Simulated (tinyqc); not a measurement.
# Worked calculation: MESFET, gradual channel with velocity saturation

Program tinyqc, `OMP_NUM_THREADS=1 python tinyqc.py 2500054 2500055 out.jsonl`; Intel Xeon 2.30GHz, shared host, one thread, about 0.04 s. Printed values are rounded.

A uniformly doped n-type channel, depleted from the top by a Schottky gate; at channel potential V the depleted share of a is u = sqrt((Vbi - Vg + V)/Vp), s at the source. Electrons drift with v = mu E/(1 + mu E/vsat). Abrupt depletion edge, no series resistance, source at 0.

Inputs (values chosen for the exercise); material values those of a made-up semiconductor: temperature T = 300 K; relative permittivity of the semiconductor eps_r = 13.5; conduction-band density of states at T Nc = 5.28e17 cm^-3; donor density of the channel Nd = 2.8e17 cm^-3; channel thickness a = 120 nm; low-field mobility at this doping mu = 3900 cm^2/(V s); saturation velocity vsat = 7.3e6 cm/s; gate length L = 0.3 um; gate width W = 300 um; Schottky barrier phiB = 0.81 V; gate voltage Vg = 0 V; drain voltage Vd = 0.29 V.

Constants: q = 1.602176634e-19 C, kB = 1.380649e-23 J/K, Vt = kB T/q, eps0 = 8.8541878128e-14 F/cm where lengths are in cm. Results are converted to the units shown.

Range of the model: The donor density is not small against Nc, so the Boltzmann form of the built-in voltage is rough.

## Built-in and pinch-off voltages

Vbi = phiB - Vt ln(Nc/Nd); Vp = q Nd a^2/(2 eps0 eps_r); G0 = q mu Nd a W/L; Z = mu Vp/(vsat L); s = sqrt((Vbi - Vg)/Vp). VT = Vbi - Vp.

Vbi = 0.7936019 V
Vp = 2.702206 V
VT = -1.908604 V
G0 = 2099.492 mS
Z = 48.12147
s = 0.5419287

Z = 48.1: velocity saturation dominates.

## Current below saturation

u = sqrt((Vbi - Vg + Vd)/Vp). I = (G0 Vp/3) F/(1 + Z (u^2 - s^2)), F = 3 (u^2 - s^2) - 2 (u^3 - s^3), with u at V = Vd; Z = 0 gives constant mobility, for which u stops at 1.

u = 0.6332507
F = 0.1323985
I for Z = 0 = 250.3770 mA
I = 40.61672 mA

The falling mobility lowers the current by 83.8 %.

## Iteration 1: the saturation point by Newton steps

u at the start = 0.77

a is the channel (half-)thickness, Vp its pinch-off voltage and Z = mu Vp/(vsat L); an iterate with u > 1 is an overshoot, not a physical state. f = (1 - u)(1 + Z (u^2 - s^2)) - Z F/3, F = 3 (u^2 - s^2) - 2 (u^3 - s^3); f' = -(1 + Z (u^2 - s^2)); u(new) = u - f/f'.

f = -1.316804
f' = -15.39858
u after iteration 1 = 0.6844854

## Iteration 2: the saturation point by Newton steps

As before.

f = -0.2609324
f' = -9.413248
u after iteration 2 = 0.6567657

## Course of the iteration: the saturation point by Newton steps

Stop when u changes by less than 1e-10, or after 60 iterations.

Course of the iteration:

| iteration | u | \|change\| |
|---|---|---|
| 1 | 0.6844854 | 0.0855 |
| 2 | 0.6567657 | 0.0277 |
| 3 | 0.6534909 | 3.27e-3 |
| 4 | 0.6534453 | 4.56e-5 |
| 5 | 0.6534452 | 8.83e-9 |
| 6 | 0.6534452 | < 1e-14 |

Converged in 6 iterations. At the end the number of correct digits about doubles with each step.

## Saturation voltage, current and transconductance

um = 0.6534452

Vdsat = Vp (um^2 - s^2); Isat = (G0 Vp/Z)(1 - um), which is q Nd vsat a W (1 - um); gm = G0 (um - s)/(1 + Z (um^2 - s^2)). For Z = 0: Vdsat = Vp (1 - s^2), Isat = (G0 Vp/3)(1 - 3 s^2 + 2 s^3), gm = G0 (1 - s).

Vdsat = 0.3602148 V
Isat = 40.85692 mA
gm = 31.57586 mS
Vdsat for Z = 0 = 1.908604 V
Isat for Z = 0 = 826.8860 mA
gm for Z = 0 = 961.7172 mS

The current saturates with 34.7 % of the channel still open at the drain, at 0.0494 of the constant-mobility current.
